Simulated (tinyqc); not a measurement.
From results back to parameters: density of states of one tight-binding band on the simple cubic lattice. Four cases, with inputs chosen for the exercise.

Problem. For E(k) = -2 t (c1 + c2 + c3) - 4 t2 (c1 c2 + c2 c3 + c3 c1), ci = cos(2 pi ki), two differences between symmetry points are known: Gamma = (0, 0, 0), X = (1/2, 0, 0), M = (1/2, 1/2, 0), R = (1/2, 1/2, 1/2).

Find: t; t2; E(R) - E(M).

Method. E(Gamma) = -6t - 12 t2, E(X) = -2t + 4 t2, E(M) = 2t + 4 t2, E(R) = 6t - 12 t2.

Case 1.

E(X) - E(Gamma) = 4.4000 eV
E(M) - E(X) = 7.6000 eV

Solution.

t = 1.900 eV
t2 = -0.200 eV
E(R) - E(M) = 10.800 eV

Case 2.

E(X) - E(Gamma) = 1.3600 eV
E(M) - E(X) = 2.3200 eV

Solution.

t = 0.580 eV
t2 = -0.060 eV
E(R) - E(M) = 3.280 eV

Case 3.

E(X) - E(Gamma) = 7.4800 eV
E(M) - E(X) = 7.4800 eV

Solution.

t = 1.870 eV
t2 = 0.000 eV
E(R) - E(M) = 7.480 eV

Case 4.

E(X) - E(Gamma) = 3.2800 eV
E(M) - E(X) = 3.2800 eV

Solution.

t = 0.820 eV
t2 = 0.000 eV
E(R) - E(M) = 3.280 eV

Computed by tinyqc, one run a case: `OMP_NUM_THREADS=1 python tinyqc.py N N+1 out.jsonl` with N = 1651337, 1651373, 1651428, 1651441; one thread of a shared Intel(R) Xeon(R) Processor @ 2.30GHz, about 0.3 s a run at most.
